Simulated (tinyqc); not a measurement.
Barrier and mass from two Fowler-Nordheim currents.

Inverse problem. Fowler-Nordheim tunnelling through a dielectric follows J = A F^2 exp(-B/F), A = q^2 me/(16 pi^2 hbar m1 phi1) (A/V^2 with phi1 in volts), B = (4/3) sqrt(m1/C) phi1^1.5 (V/nm), C = hbar^2/(2 m0). Find B, A, phi1 and m1.

Parameters, values chosen for the exercise: emitter mass in the supply function me = 1 m0.

Constants: q = 1.602176634e-19 C, hbar = 1.054571817e-34 J s, m0 = 9.1093837015e-31 kg, hbar^2/(2 m0) = 0.0380998212 eV nm^2. Results are converted to the units shown.

J at F = 0.75 and 1.17 V/nm (A/cm^2): 3.5941259e5  1.0005291e7

Solution. The slope of ln(J/F^2) against 1/F is -B and the intercept gives A. A fixes the product m1 phi1, and B = (4/3) phi1 sqrt(m1 phi1/C) then gives phi1.

B = 5.09 V/nm
A = 5.67e-6 A/V^2
phi1 = 1.43 eV
m1 = 0.190 m0

Program tinyqc, `OMP_NUM_THREADS=1 python tinyqc.py 2540025 2540026 out.jsonl`; Intel Xeon 2.30GHz, shared host, one thread, about 0.03 s.
